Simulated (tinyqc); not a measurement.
On-chip interconnect, size-dependent resistivity and RC delay: course in time.

A rectangular line between two neighbours and two ground planes. Surface and grain-boundary scattering are added to the bulk resistivity as corrections; capacitances are parallel-plate values without fringing; inductance is ignored.

6 equal pi sections: series Rs = r Lw/6; node capacitances c Lw/6, halved at nodes 0 and 6, with Cl added to node 6; Rd feeds node 0. Elmore delay of node k: the sum, over the resistors on the path to k, of resistance times all capacitance downstream of it.

A 1 V step is applied behind Rd at t = 0. C dv/dt = -G v + b, with G the conductance matrix of the ladder (1/Rs between neighbours, 1/Rd added at node 0) and b = (1 V/Rd, 0, ...). Trapezoidal step: (C/dt + G/2) v(new) = (C/dt - G/2) v + b. The last column solves the same ladder exactly by its modes.

Parameters, values chosen for the exercise: driver resistance Rd = 17000 ohm; time step dt = 160 ps.

Rs = 119.089 ohm
C, node 0 to 6 (fF): 2.83398  5.66797  5.66797  5.66797  5.66797  5.66797  4.33398

Voltages (V):
```
t (ps)  node 0  node 3  node 6  node 6, exact
160.0   0.2559  0.2286  0.2188         0.2243
320.0   0.4041  0.4093  0.4106         0.4027
480.0   0.5645  0.5434  0.5364         0.5400
640.0   0.6434  0.6513  0.6532         0.6458
800.0   0.7466  0.7295  0.7244         0.7272
960.0   0.7852  0.7944  0.7963         0.7899
1120    0.8540  0.8395  0.8358         0.8382
1280    0.8694  0.8790  0.8807         0.8754
1440    0.9172  0.9046  0.9019         0.9041
1600    0.9194  0.9290  0.9304         0.9261
1760    0.9543  0.9430  0.9411         0.9431
1920    0.9492  0.9585  0.9596         0.9562
```

What does the table show?

The far end of the ladder reaches 0.5 V at 428.9 ps, 0.695 of its Elmore delay (ln 2 = 0.693 for a single pole); the slowest mode has a time constant of 612.4 ps. The largest error of the trapezoidal steps at that node is 8.0 mV.

Computed by the program tinyqc: `OMP_NUM_THREADS=1 python tinyqc.py 2100020 2100021 out.jsonl`, one thread of a shared Intel Xeon 2.30GHz, about 0.01 s for the whole run.
